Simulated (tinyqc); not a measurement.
# Frequency dispersion of an accumulation capacitance by border traps, distributed model: capacitance and loss against frequency

Traps spread evenly through the insulator exchange electrons with the semiconductor by tunnelling, with tau(x) = t0 exp(2 ka x) at depth x from the interface. The admittance per area Y seen at depth x obeys dY/dx = -Y^2/(i w eps0 eox) + q Nb ln(1 + i w tau)/tau, with Y(0) = i w Cs and w = 2 pi f; the gate sees Y(tox) = G + i w C. Working variable y = Y/(i w), in uF/cm^2. Cox = eps0 eox/tox.

Cox; trap-free value 1/(1/Cox + 1/Cs); response depth d = ln(1/(w t0))/(2 ka), where w tau = 1; lumped estimate: all traps within d act as C_bt = q Nb d placed at d/2, so C = 1/{1/[1/(1/Cs + d/(2 eps0 eox)) + C_bt] + (tox - d/2)/(eps0 eox)}. C and G from a fine integration; dispersion -d C/d log10 f over C, from f times and over 1.1. For a broad spread of time constants G/w is close to -(pi/2) dC/d ln w.

Parameters, values chosen for the exercise; permittivity close to that of silicon dioxide:
```
symbol   value         unit                                               meaning
eox       4.05                             relative permittivity of the insulator
tox        7.5           nm                                   insulator thickness
Cs         1.9      uF/cm^2             semiconductor capacitance in accumulation
Nb      9.1e19  cm^-3 eV^-1                               density of border traps
ka           4         1/nm  decay constant of the wave function in the insulator
t0       3e-11            s              time constant of a trap at the interface
```

Constants: q = 1.602176634e-19 C, eps0 = 8.8541878128e-14 F/cm where lengths are in cm. Results are converted to the units shown.

The same in every row: trap-free C (uF/cm^2) = 0.3820.

Result of one run:
```
d (nm)	C (uF/cm^2)	G/w (uF/cm^2)	dispersion (% a decade)	-(pi/2) dC/d ln w (uF/cm^2)	lumped C (uF/cm^2)
1.360	0.4725	0.01291	3.997	0.01288	0.4550
```

Which frequency f gave this result: 10, 100, 10000 or 1e5 Hz?

f = 1e5 Hz.

The whole series:
```
f (Hz)	d (nm)	C (uF/cm^2)	G/w (uF/cm^2)	dispersion (% a decade)	-(pi/2) dC/d ln w (uF/cm^2)	lumped C (uF/cm^2)
10	2.511	0.5597	0.01738	4.543	0.01735	0.5129
100	2.223	0.5353	0.01599	4.370	0.01596	0.4983
1000	1.936	0.5128	0.01479	4.219	0.01476	0.4838
10000	1.648	0.4919	0.01376	4.094	0.01374	0.4694
1e5	1.360	0.4725	0.01291	3.997	0.01288	0.4550
1e6	1.072	0.4541	0.01221	3.933	0.01218	0.4404
1e7	0.7842	0.4367	0.01168	3.913	0.01166	0.4255
```

C falls from 0.5597 to 0.4367 uF/cm^2, towards the trap-free 0.3820; each decade of frequency removes ln 10/(2 ka) = 0.288 nm from the response depth. The dispersion falls from 4.54 to 3.91 % a decade and G/w falls from 0.0174 to 0.0117 uF/cm^2. G/w stays at 1.00 times -(pi/2) dC/d ln w, the relation for a broad spread of time constants.

Program tinyqc, `OMP_NUM_THREADS=1 python tinyqc.py 2202015 2202016 out.jsonl`; Intel Xeon 2.30GHz, shared host, one thread, about 0.5 s.
